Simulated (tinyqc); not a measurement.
Input admittance of a MOSFET at zero drain bias: distributed channel and distributed gate: one step of the calculation.

Source and drain grounded, strong inversion, w = 2 pi f, Cox = eps0 eox/tox. The channel is an RC line of resistance 1/(mu Cox Vo) per square fed from both ends, so one finger has the intrinsic admittance y = i w Cox L tanh(g)/g per width, g = (1/2) sqrt(i w tau), tau = L^2/(mu Vo). The vertical resistance rv/L is in series with y, the overlaps 2 i w Cov in parallel: y_t = 1/(1/y + rv/L) + 2 i w Cov. The gate strip is a line of Rsh/L per length loaded by y_t, so a finger has Y = y_t Wf tanh(k)/k, k = (Wf/sd) sqrt(y_t Rsh/L); the device has Nf Y.

Question. Input impedance of the device. k and Y as defined; Z = 1/(Nf Y) = R + 1/(i w C); Q = |Im Z|/R; signal at the point farthest from a contact |1/cosh k|.

Inputs (values chosen for the exercise); values of the order met in silicon radio-frequency transistors:
- L = 0.13 um (channel length)
- Wf = 18 um (finger width)
- Nf = 32 (number of fingers)
- Rsh = 31 ohm/square (sheet resistance of the gate)
- sd = 2 (number of ends at which a finger is contacted)
- f = 1.3 GHz (frequency)

y_t = 0.046805+35.146263i uS/um

Find: k; Nf Y; R; C; Q; signal at the far point.

Answer.

k = 0.5830+0.5822i
Nf Y = 4.29+19.08i mS
R = 11.21 ohm
C = 2453 fF
Q = 4.451
signal at the far point = 0.9632

Computed by the program tinyqc: `OMP_NUM_THREADS=1 python tinyqc.py 2262062 2262063 out.jsonl`, one thread of a shared Intel Xeon 2.30GHz, about 0.01 s for the whole run.
